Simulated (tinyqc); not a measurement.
Strain-driven roughening and islands of a mismatched epitaxial film: one step, computed by the program tinyqc. Command: `OMP_NUM_THREADS=1 python tinyqc.py 3030738 3030739 out.jsonl island walk`. One thread of a shared host (Intel(R) Xeon(R) Processor @ 2.30GHz), about 0.01 s of CPU time with the checks.

Film and substrate share isotropic elastic constants; the film is coherent and biaxially strained.

Question. Which shape at the volume V. Shallow faceted island (Tersoff form): E = 4 Gam V^(2/3) tan^(1/3)(theta) - 6 c V tan(theta), Gam = gamma [x/sin(theta) - 1/tan(theta)], x the facet energy over gamma, c = stress^2 (1 - nu)/(2 pi G). The two energies cross at V_x^(1/3) = 4 [Gam_2 t2^(1/3) - Gam_1 t1^(1/3)]/(6 c (t2 - t1)), t = tan(theta); mu = dE/dV.

Inputs (values chosen for the exercise, modelled on GaN on AlN):
```
quantity                                    value     unit
shear modulus G                               117      GPa
Poisson ratio nu                             0.21        -
surface energy gamma                         1.73    J/m^2
contact angle of the shallow shape theta_1   10.6  degrees
contact angle of the steep shape theta_2     27.8  degrees
facet energy of shape 1 over gamma          1.001        -
facet energy of shape 2 over gamma          1.019        -
island volume V                              4200     nm^3
```

stress = 8.350838 GPa

Gam of shape 2 = 0.4986097 J/m^2

Gam of shape 1 = 0.1698919 J/m^2

c = 0.07494134 GPa

Constants: e = 1.602176634e-19 C.

Give: E of shape 1; E of shape 2; crossing volume V_x; jump of mu at V_x, shape 2 less shape 1.

Answer.

E of shape 1 = -1574 eV

E of shape 2 = -3597 eV

crossing volume V_x = 510.9 nm^3

jump of mu at V_x, shape 2 less shape 1 = -50.97 MJ/m^3

At V the steep shape is lower. At V_x the chemical potential drops, so islands that have turned steep grow at the cost of the shallow ones. Caution: the shallow-slope form overstates the relaxation of facets steeper than about 25 degrees.
